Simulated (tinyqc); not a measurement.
# Screening length from the swing

Inverse problem. In a simple model of a Schottky-barrier transistor a barrier thinner than d = 3 nm is transparent, so the effective barrier is pn - psi (1 - exp(-d/lam)) and the swing beyond flat band is Vt ln 10/(1 - exp(-d/lam)). Find the thermionic swing, lam, and the effective barrier at psi = 0.2 V.

Inputs (values chosen for the exercise):
```
symbol  value  unit                                 meaning
T         300     K                             temperature
pn        0.9    eV  barrier for electrons at both contacts
```

Constants: q = 1.602176634e-19 C, kB = 1.380649e-23 J/K, Vt = kB T/q. Results are converted to the units shown.

swing in the tunnelling range = 128.08584 mV/decade

Answer. The ratio of the two swings is 1 - exp(-d/lam).

Vt ln 10 = 59.5 mV/decade
lam = 4.80 nm
effective barrier = 0.807 eV

Computed by the program tinyqc: `OMP_NUM_THREADS=1 python tinyqc.py 2390132 2390133 out.jsonl`, one thread of a shared Intel Xeon 2.30GHz, about 0.4 s for the whole run.
